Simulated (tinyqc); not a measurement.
Schottky barrier on an n-type semiconductor, non-linear Poisson equation by Newton steps: Capacitance-voltage profiling.

One dimension, metal at x = 0, donor density C(x) = Nd, uniform. Energies are counted from the electron Fermi level of the semiconductor and the conduction-band edge is Ec = -psi, so n = Nc exp(psi/Vt); holes follow the Fermi level of the metal, at -V, so p = Nv exp((V - psi - Eg)/Vt). Ends: psi(0) = V - phiB and psi = Vt ln(Nd/Nc) deep inside. Boltzmann statistics, full ionisation, no current, no image force in the Poisson equation.

The Poisson equation d/dx(eps0 eps_r dpsi/dx) = -q (p - n + C) is solved on a mesh of about 1000 nodes or more that ends in neutral material. C_s = q d/dV of the integral of n over x, from the linearised equation. Probed depth w = eps0 eps_r/C_s; apparent doping N_app = C_s^3/(q eps0 eps_r dC_s/dV), the derivative by central differences over +/- 0.02 V.

Parameters, values chosen for the exercise; band and dielectric values close to those of silicon: temperature T = 450 K; band gap Eg = 1.1 eV; relative permittivity eps_r = 11.7; conduction-band density of states at T Nc = 5.14e19 cm^-3; valence-band density of states at T Nv = 4.87e19 cm^-3; donor density deep in the semiconductor Nd = 1.5e17 cm^-3; barrier height phiB = 0.74 eV.

Constants: q = 1.602176634e-19 C, kB = 1.380649e-23 J/K, Vt = kB T/q, eps0 = 8.8541878128e-14 F/cm where lengths are in cm. Results are converted to the units shown.

The same in every row: true C(w) (cm^-3) = 1.500e17.

Results:

| V (V) | C_s (nF/cm^2) | w (nm) | N_app (cm^-3) | \|E_0\| (kV/cm) |
|---|---|---|---|---|
| 0 | 161.9 | 63.97 | 1.497e17 | 148.6 |
| -0.8 | 98.82 | 104.8 | 1.500e17 | 243.3 |
| -1.6 | 77.46 | 133.7 | 1.500e17 | 310.4 |
| -2.4 | 65.80 | 157.4 | 1.500e17 | 365.3 |
| -3.2 | 58.20 | 178.0 | 1.500e17 | 413.0 |
| -4 | 52.74 | 196.4 | 1.500e17 | 455.7 |
| -4.8 | 48.58 | 213.2 | 1.500e17 | 494.8 |
| -6.4 | 42.55 | 243.5 | 1.500e17 | 564.8 |
| -7.2 | 40.27 | 257.2 | 1.500e17 | 596.8 |
| -8 | 38.33 | 270.3 | 1.500e17 | 627.1 |

Estimate the missing row, V = -5.6 V.

Computed row:

| V (V) | C_s (nF/cm^2) | w (nm) | N_app (cm^-3) | \|E_0\| (kV/cm) |
|---|---|---|---|---|
| -5.6 | 45.27 | 228.8 | 1.500e17 | 531.0 |

With this row back in the table: C_s falls from 162 to 38.3 nF/cm^2 while the probed depth goes from 64.0 to 270 nm. The apparent doping stays near 1.50e17 cm^-3. It departs most from the true doping at that depth for V = 0 V, where it is 0.19 % below it; so the doping is read well over the depths probed. For V = -8 the field at the metal is high enough for tunnelling or breakdown, which would limit the profiling.

Program tinyqc, `OMP_NUM_THREADS=1 python tinyqc.py 2020163 2020164 out.jsonl`; Intel Xeon 2.30GHz, shared host, one thread, about 0.05 s.
